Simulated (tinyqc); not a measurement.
What moves the results: k.p theory built from an empirical-pseudopotential calculation at Gamma. A value that a table varies takes the place of the one given here.

Empirical pseudopotential on the fcc lattice, atoms at +/- tau, tau = a (1,1,1)/8, no spin-orbit coupling. H(G,G') = c (2 pi/a)^2 |k + G|^2 delta + VS(q) cos(q.tau) + i VA(q) sin(q.tau), q = G - G', c = hbar^2/2m0; k and G in units of 2 pi/a; VS at |q|^2 = 3, 8, 11 and VA at 3, 4, 11, in rydberg, zero elsewhere. The basis is fixed: all 59 G with |G|^2 up to Gcut. Energies are counted from the fourth level at Gamma.

k.p in the lowest n states at Gamma: H_nm = (E_n + c k^2) delta + 2 c k.<n|G|m>, k in 1/angstrom; with all states of the basis it is exact.

Empirical pseudopotential on the fcc lattice, atoms at +/- tau, tau = a (1,1,1)/8, no spin-orbit coupling. H(G,G') = c (2 pi/a)^2 |k + G|^2 delta + VS(q) cos(q.tau) + i VA(q) sin(q.tau), q = G - G', c = hbar^2/2m0; k and G in units of 2 pi/a; VS at |q|^2 = 3, 8, 11 and VA at 3, 4, 11, in rydberg, zero elsewhere. The basis holds all G with |G|^2 up to a cut-off. Energies are counted from the fourth level at Gamma.

For a multiplet A of d_A states, W(B) = (4 c/(3 d_A)) sum over n in A, m in B and i = x, y, z of |<n|G_i|m>|^2 (G in 1/angstrom, <n|G_i|m> = sum_G c_n(G)* G_i c_m(G)); the mean inverse mass of A is 1 + sum_B W(B)/(E_A - E_B). Multiplets with W = 0 are left out.

Valence parameters: D(u) = c + 4 c^2 sum_m <n|u.G|m><m|u.G|n'>/(0 - E_m) on the valence triplet, in units of c, has eigenvalues L, M, M along [100] and (L + 2M + 2N)/3, (L + 2M - N)/3 twice along [111]; g1 = -(L + 2M)/3, g2 = -(L - M)/6, g3 = -N/6.

Constants: hbar^2/2m0 = 3.80998211 eV angstrom^2; Ry = 13.60569312 eV.

Values chosen for the exercise (near those of Si; not measured data):
- a = 5.418 angstrom (lattice constant)
- VS = (-0.205, 0.04, 0.08) Ry (symmetric form factors)
- VA = (0, 0, 0) Ry (antisymmetric form factors)
- Gcut = 12 (2 pi/a)^2 (largest |G|^2 of the fixed basis)
- VS3 = -0.205 Ry
- VS8 = 0.04 Ry
- VS11 = 0.08 Ry
- VA3 = 0 Ry
- VA4 = 0 Ry
- VA11 = 0 Ry

## How many bands a k.p model needs: band 5 from Gamma to K

Band 5 (counted from below) at k = f (0.75, 0.75, 0) 2 pi/a; n ends on whole multiplets.

Energies (eV):

| f | n = 8 | n = 15 | n = 27 | n = 59 (exact) |
|---|---|---|---|---|
| 0.000 | 3.321 | 3.321 | 3.321 | 3.321 |
| 0.125 | 3.411 | 3.375 | 3.373 | 3.372 |
| 0.250 | 3.682 | 3.589 | 3.581 | 3.578 |
| 0.375 | 4.132 | 3.768 | 3.766 | 3.759 |
| 0.500 | 4.762 | 3.537 | 3.535 | 3.523 |
| 0.625 | 5.573 | 3.009 | 3.006 | 2.986 |
| 0.750 | 6.564 | 2.395 | 2.391 | 2.359 |
| 0.875 | 7.735 | 1.835 | 1.829 | 1.783 |
| 1.000 | 9.086 | 1.391 | 1.383 | 1.319 |

With n = 8 the band stays within 0.05 eV of the exact one up to f = 0.125 (error at K: +7.767 eV). With n = 15 the band stays within 0.05 eV of the exact one up to f = 0.750 (error at K: +0.072 eV). With n = 27 the band stays within 0.05 eV of the exact one up to f = 0.875 (error at K: +0.065 eV). A smaller basis can only raise a level. The exact band has its minimum on these points at f = 1.000; n = 8 puts it at f = 0.000.

## Convergence with the plane-wave basis

E_s is the lowest empty singlet, Ep its W to the valence triplet, m its mass.

Results:

| cut-off | plane waves | E_s (eV) | Ep (eV) | m (m0) | g1 | g2 | g3 |
|---|---|---|---|---|---|---|---|
| 8 | 27 | 3.919 | 21.53 | 0.1545 | 4.49 | 0.39 | 1.57 |
| 11 | 51 | 3.991 | 21.39 | 0.1579 | 4.40 | 0.44 | 1.49 |
| 12 | 59 | 3.963 | 21.37 | 0.1571 | 4.55 | 0.41 | 1.53 |
| 16 | 65 | 3.963 | 21.37 | 0.1571 | 4.59 | 0.40 | 1.54 |
| 19 | 89 | 3.944 | 21.44 | 0.1561 | 4.56 | 0.42 | 1.54 |
| 20 | 113 | 3.912 | 21.49 | 0.1547 | 4.55 | 0.43 | 1.54 |
| 24 | 137 | 3.914 | 21.49 | 0.1547 | 4.56 | 0.43 | 1.54 |

Against the last row, E_s errs most, by +0.077 eV, at cut-off 11, and by -0.002 eV in the last row but one. Ep varies by 0.7 % over the table and m by 2.2 %: the mass, near E_s/Ep, inherits the errors of both. Local form factors fix the converged values only roughly. The gap is a difference of two levels, so it need not converge steadily, and here it does not.

## What each form factor does (empirical-pseudopotential levels)

Lowest empty singlet and triplet at Gamma and the valence width there (fixed basis); lowest empty level at X = (1,0,0) and L = (1/2,1/2,1/2) from the valence top, these levels and that top with all |k + G|^2 up to 21. Singlet and triplet count orbital degeneracy. VS3 is VS at |q|^2 = 3, and so on. The row for a keeps the form factors fixed, so it is no model of a real expansion, which changes them too. Each row changes one parameter from the base and keeps the others.

Results:

| case | singlet (eV) | triplet (eV) | X (eV) | L (eV) | width (eV) |
|---|---|---|---|---|---|
| base | 3.963 | 3.321 | 0.779 | 1.812 | 12.828 |
| a = 5.472 angstrom | 3.979 | 3.347 | 0.910 | 1.883 | 12.521 |
| VS3 = -0.215 Ry | 3.903 | 3.465 | 1.023 | 1.906 | 12.771 |
| VS8 = 0.03 Ry | 3.474 | 3.376 | 0.686 | 1.574 | 12.900 |
| VS11 = 0.07 Ry | 3.463 | 3.091 | 0.519 | 1.491 | 12.996 |
| VA3 = 0.03 Ry | 3.998 | 3.342 | 0.517 | 1.804 | 12.831 |
| VA4 = 0.03 Ry | 3.808 | 3.407 | 0.321 | 1.854 | 12.817 |
| VA11 = 0.03 Ry | 3.815 | 3.275 | 0.503 | 1.754 | 12.848 |

The largest shifts from the base row, up to three for each result and ties (the steps differ in size, so this ranks the rows, not the parameters). singlet (eV): VS11 -0.500, VS8 -0.490, VA4 -0.155. triplet (eV): VS11 -0.231, VS3 +0.144, VA4 +0.085. X (eV): VA4 -0.458, VA11 -0.276, VA3 -0.262. L (eV): VS11 -0.321, VS8 -0.238, VS3 +0.094. width (eV): a -0.307, VS11 +0.168, VS8 +0.072. In a diamond crystal a small VA enters the levels at Gamma and L only in second order, by symmetry, but splits the degenerate pair at X in first order.

Program tinyqc; command `OMP_NUM_THREADS=1 python tinyqc.py 1081195 1081196 out.jsonl`; about 0.3 s on one thread of a shared Intel(R) Xeon(R) Processor @ 2.30GHz.
